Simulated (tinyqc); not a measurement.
What moves the results: tight-binding t2g bands of a cubic perovskite. A value that a table varies takes the place of the one given here.

Orbitals yz, zx, xy (X, Y, Z below) times spin. E_xy = Dt + 2t (2 - cos x - cos y) + 2 td (1 - cos z) + 4 t2 (1 - cos x cos y) with x = kx a and so on; yz and zx follow by cyclic change, without Dt. Spin-orbit term -(Dso/3) L.sigma + Dso/3 with (L_k)_ij = -i epsilon_kij in X, Y, Z: for Dt = 0 the quartet lies at 0 and the doublet at Dso.

Constants: hbar^2/2m0 = 3.80998211 eV angstrom^2.

Inputs chosen for the exercise (of the size met in SrTiO3 and KTaO3; the results hold for these values, not for the real material): t = 0.425 eV (strong hopping); td = 0.034 eV (weak hopping); t2 = 0.063 eV (diagonal hopping in the plane of the orbital); Dso = 0.368 eV (spin-orbit splitting at Gamma); Dt = 0.047 eV (shift of xy (tetragonal field or confinement)); a = 3.898 angstrom (lattice constant); k = (0.01, 0, 0.16) 2 pi/a (wave vector).

## Bands along [100] with and without spin-orbit coupling

k = (x,0,0). The plain columns hold the three orbital energies without spin-orbit coupling, sorted.

Levels (eV):
```
x (2 pi/a)  plain 1  plain 2  plain 3  pair 1  pair 2  pair 3
0.00         0.0000   0.0000   0.0470  0.0000  0.0299  0.3851
0.02         0.0005   0.0087   0.0557  0.0044  0.0372  0.3913
0.04         0.0021   0.0346   0.0816  0.0154  0.0606  0.4104
0.06         0.0048   0.0774   0.1244  0.0299  0.1015  0.4432
0.10         0.0130   0.2105   0.2575  0.0628  0.2330  0.5531
0.15         0.0280   0.4543   0.5013  0.1021  0.4761  0.7733
0.20         0.0470   0.7615   0.8085  0.1360  0.7831  1.0658
0.30         0.0890   1.4425   1.4895  0.1919  1.4640  1.7332
0.50         0.1360   2.2040   2.2510  0.2452  2.2254  2.4884
```

How do the results move?

At the zone edge the heavy yz band has risen by 0.136 eV (4 td) and the light ones by 2.204 eV (4t + 8 t2). Spin-orbit coupling mixes the orbitals while their spacing is below Dso = 0.368 eV: the lowest pair lies +3.8 meV from the plain band at x = 0.02 and +109.2 meV at the edge, where yz has parted from the other two and its offset tends to Dso/3 = 122.7 meV; zx and xy, 47 meV apart without the coupling, still mix there.

## Order of the levels against the shift of xy

Levels at Gamma, the xy weight of the lowest pair and its mass along [100] from m/m0 = c q^2/(E(q) - E(0)), q = 0.001 (2 pi/a).

At Gamma:
```
Dt (eV)  pair 1 (eV)  pair 2 (eV)  pair 3 (eV)  xy weight of pair 1  mass (m0)
-0.30        -0.2394       0.0000       0.3074                0.886      0.481
-0.15        -0.1116       0.0000       0.3296                0.809      0.500
-0.08        -0.0569       0.0000       0.3449                0.752      0.515
-0.03        -0.0205       0.0000       0.3585                0.701      0.529
-0.01        -0.0067       0.0000       0.3647                0.679      0.536
0.01          0.0000       0.0066       0.3714                0.000      0.858
0.03          0.0000       0.0194       0.3786                0.000      0.857
0.08          0.0000       0.0492       0.3988                0.000      0.857
0.15          0.0000       0.0850       0.4330                0.000      0.857
```

How do the results move?

For Dt > 0 the lowest pair is the pure yz, zx combination at 0, with mass 0.857 at Dt = 0.15 eV. For Dt < 0 it gains xy weight, 0.68 at -0.01 and 0.89 at -0.3 eV, and its mass tends to the light value 0.455; the scale of the change is Dso = 0.368 eV.

## What each parameter does

The three pairs at k. Each row changes one parameter from the base and keeps the others.

Results:
```
case             pair 1 (eV)  pair 2 (eV)  pair 3 (eV)
base                  0.1536       0.5126       0.8077
t = 0.4675 eV         0.1566       0.5521       0.8444
td = 0.051 eV         0.1682       0.5126       0.8090
t2 = 0.083 eV         0.1564       0.5497       0.8422
Dso = 0.4784 eV       0.1640       0.5126       0.9077
Dt = 0.017 eV         0.1258       0.5126       0.8055
```

What does this show?

The largest shifts from the base row, up to three for each result and ties (the steps differ in size, so this ranks the rows, not the parameters). pair 1 (eV): Dt -0.0278, td +0.0146, Dso +0.0104. pair 2 (eV): t +0.0395, t2 +0.0372; unchanged at the printed digits by td, Dso and Dt. pair 3 (eV): Dso +0.1000, t +0.0367, t2 +0.0345.

tinyqc: `OMP_NUM_THREADS=1 python tinyqc.py 1480153 1480154 out.jsonl`; about 0.01 s, one thread, shared Intel(R) Xeon(R) Processor @ 2.30GHz.
